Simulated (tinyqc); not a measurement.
## Screening length from the swing

Inverse problem. In a simple model of a Schottky-barrier transistor a barrier thinner than d = 3.7 nm is transparent, so the effective barrier is pn - psi (1 - exp(-d/lam)) and the swing beyond flat band is Vt ln 10/(1 - exp(-d/lam)). Find the thermionic swing, lam, and the effective barrier at psi = 0.2 V.

Parameters, values chosen for the exercise:
```
symbol  value  unit                                 meaning
T         350     K                             temperature
pn       0.41    eV  barrier for electrons at both contacts
```

Constants: q = 1.602176634e-19 C, kB = 1.380649e-23 J/K, Vt = kB T/q. Results are converted to the units shown.

swing in the tunnelling range = 103.02019 mV/decade

Solution. The ratio of the two swings is 1 - exp(-d/lam).

Vt ln 10 = 69.4 mV/decade
lam = 3.30 nm
effective barrier = 0.275 eV

Numbers from tinyqc (`OMP_NUM_THREADS=1 python tinyqc.py 2390101 2390102 out.jsonl`; about 0.3 s on one thread of a shared Intel Xeon 2.30GHz).
